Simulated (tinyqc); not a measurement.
Electron-beam lithography: double-Gaussian proximity function, edge placement and dose correction for parallel lines: one step, computed by the program tinyqc. Command: `OMP_NUM_THREADS=1 python tinyqc.py 3113138 3113139 out.jsonl proximity walk`. One thread of a shared host (Intel(R) Xeon(R) Processor @ 2.30GHz), about 0.01 s of CPU time with the checks.

Lines are infinitely long. Absorbed energy is counted so that the middle of a very large area written at dose 1 receives 1; the resist develops where it exceeds 1/2.

Problem. Dose correction. Uncorrected edge energies are M 1. Solve M d = 1/2 for the doses d that put the mean edge energy of every line at the threshold.

M, rows 1, 2, 3, 4, 5:
```
[[0.3054358, 0.0982717, 0.0014491, 0.0487652, 0.0001484],
 [0.0049718, 0.4057606, 0.0022010, 0.1047335, 0.0006624],
 [0.0032202, 0.0965240, 0.3021107, 0.1698889, 0.0015512],
 [0.0016616, 0.0547167, 0.0018018, 0.4719849, 0.0033287],
 [0.0001781, 0.0133917, 0.0008377, 0.1691714, 0.3044304]]
```

Give: edge energies at dose 1; corrected doses; largest over smallest dose.

Solution.

edge energies at dose 1: 1 0.4541, 2 0.5183, 3 0.5733, 4 0.5335, 5 0.4880

corrected doses: 1 1.171, 2 0.971, 3 0.803, 4 0.932, 5 1.079

largest over smallest dose = 1.459
